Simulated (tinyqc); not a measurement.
Inside a calculation. Model: band offsets of oxides on a semiconductor by the charge-neutrality-level model.

Program tinyqc, `OMP_NUM_THREADS=1 python tinyqc.py 2410021 2410022 out.jsonl`; Intel Xeon 2.30GHz, shared host, one thread, about 0.01 s. Printed values are rounded.

Each material has a charge-neutrality level at the depth Phi = chi + Eg - CNL below vacuum. For oxide B on semiconductor A, dEc = (chiA - PhiA) - (chiB - PhiB) + S (PhiA - PhiB), dEv = EgB - EgA - dEc, with the pinning factor S = 1/(1 + 0.1 (eps_inf - 1)^2) of the oxide. S = 1 is the affinity rule, S = 0 aligns the two levels.

Values chosen for this exercise; substrate values close to those of gallium nitride: gap of the semiconductor EgA = 3.46 eV; its electron affinity chiA = 4.1 eV; its charge-neutrality level above the valence edge cA = 2.34 eV.

Range of the model: The model ignores the chemistry of the actual interface, which can move offsets by several tenths of an eV.

## One oxide

oxide values (close to silicon nitride): Eg (eV) 5.24, chi (eV) 2.07, CNL (eV) 2.62, eps_inf 4.12

Depths of both levels, S and the two offsets.

PhiA = 5.22 eV
PhiB = 4.69 eV
S = 0.506729
dEc = 1.76857 eV
dEv = 0.0114334 eV

The limits are dEc = 2.03 eV (S = 1) and 1.50 eV (S = 0).

## Oxides compared

Oxides (values chosen for the exercise, close to those of the materials named):
```
                 Eg (eV)  chi (eV)  CNL above Ev (eV)  eps_inf
silicon dioxide     8.86      0.92               4.57     2.28
silicon nitride     5.24      2.07               2.62     4.12
aluminium oxide     8.95      0.97               5.45     3.47
hafnium oxide       6.06      2.33                3.6     3.96
zirconium oxide     5.74      2.46               3.57     4.88
titanium oxide      3.08      3.85               2.22     7.82
tantalum oxide       4.5      3.21               3.24     4.66
```

The same for each oxide, with both limits.

Offsets:
```
                      S  dEc (eV)  dEv (eV)  dEc, S = 1 (eV)  dEc, S = 0 (eV)
silicon dioxide  0.8592     3.179     2.221            3.180            3.170
silicon nitride  0.5067     1.769   0.01143            2.030            1.500
aluminium oxide  0.6211     2.846     2.644            3.130            2.380
hafnium oxide    0.5330     1.569     1.031            1.770            1.340
zirconium oxide  0.3991     1.285    0.9945            1.640            1.050
titanium oxide   0.1770   -0.1698   -0.2102           0.2500          -0.2600
tantalum oxide   0.4274    0.4606    0.5794           0.8900           0.1400
```

Both offsets exceed 1 eV for: silicon dioxide, aluminium oxide, hafnium oxide. dEc falls short for: titanium oxide, tantalum oxide. dEv falls short for: silicon nitride, zirconium oxide, titanium oxide, tantalum oxide. The choice of S matters most for aluminium oxide, where the limits differ by 0.750 eV.
